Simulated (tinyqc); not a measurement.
Which roughness does what: X-ray reflectivity of a thin film on silicon: critical angles, Parratt recursion, fringes and roughness. Computed by tinyqc, a small Python program. Command: `OMP_NUM_THREADS=1 python tinyqc.py 3120124 3120125 out.jsonl xrr walk`. One thread of a shared host (Intel(R) Xeon(R) Processor @ 2.30GHz), about 0.01 s of CPU time with the checks.

n = 1 - delta + i beta; the classical electron radius is r_e = 2.8179403e-6 nm. Layer 0 is vacuum, 1 the film, 2 the substrate.

Inputs (values chosen for the exercise, modelled on copper on silicon, copper K-alpha radiation):
```
quantity                                        value     unit
wavelength lambda                             0.15406       nm
film density rho                                 8.45   g/cm^3
effective electrons per unit mass, film         0.454    mol/g
beta/delta, film                                0.024        -
film thickness d                                 22.6       nm
roughness of the surface sigma_1                  1.2       nm
roughness of the interface sigma_2               0.28       nm
substrate density                                2.33   g/cm^3
effective electrons per unit mass, substrate    0.507    mol/g
beta/delta, substrate                           0.023        -
grazing angle theta                              1.13  degrees
```

Constants: N_A = 6.02214076e+23 1/mol.

Method:
- delta = r_e lambda^2 rho_e/(2 pi), rho_e = density x electrons per mass x N_A; critical angle sqrt(2 delta), q_c = 4 sqrt(pi r_e rho_e).
- k_j = (2 pi/lambda) sqrt(sin^2 theta - 2 delta_j + 2 i beta_j); r_ij = (k_i - k_j)/(k_i + k_j) x exp(-2 k_i k_j sigma^2) (Nevot-Croce); r = (r_01 + r_12 p)/(1 + r_01 r_12 p), p = exp(2 i k_1 d); R = |r|^2.
- Far above the critical angle the period is d theta = lambda/(2 d), or 2 pi/d in q; the envelope runs between (|r_01| - |r_12 p|)^2 and (|r_01| + |r_12 p|)^2; contrast = 2 a b/(a^2 + b^2) with a = |r_01|, b = |r_12 p|; roughness factors on the amplitudes are about exp(-q^2 sigma^2/2).
- R is averaged over one period above each angle (64 points); contrast = (max - min)/(max + min) of R theta^4 over that period. Cases: smooth; only sigma_1; only sigma_2; both.

period in theta = 0.195287 degrees

Constants:
```
layer      rho_e (1/nm^3)        delta         beta  critical angle (degrees)  q_c (1/nm)
film              2310.27  2.45921e-05  5.90210e-07                  0.401823    0.572048
substrate          711.40  7.57263e-06  1.74170e-07                  0.222977    0.317437
```

Mean R and contrast:
```
theta (degrees)    R smooth  contrast  R, sigma_1  contrast, sigma_1  R, sigma_2  contrast, sigma_2     R, both  contrast, both
0.8              4.9718e-03   0.92178  1.9718e-03         8.7101e-01  4.8120e-03            0.90316  1.8222e-03         0.89236
1.2              8.5385e-04   0.92195  2.7990e-04         3.0430e-01  7.9649e-04            0.87567  2.1809e-04         0.32621
1.8              1.8797e-04   0.92615  6.0452e-05         2.2268e-02  1.6352e-04            0.81870  3.4854e-05         0.05376
2.5              5.2787e-05   0.92830  1.7004e-05         5.1581e-04  4.1996e-05            0.68865  5.9576e-06         0.07960
3.5              1.4062e-05   0.93039  4.6071e-06         2.0240e-04  1.0273e-05            0.46879  6.0521e-07         0.10892
```

What follows from these numbers?

At 2.5 degrees sigma_1 alone multiplies the mean R by 0.32 and sigma_2 alone by 0.80; the contrast goes from 0.93 (smooth) to 0.00 and 0.69.
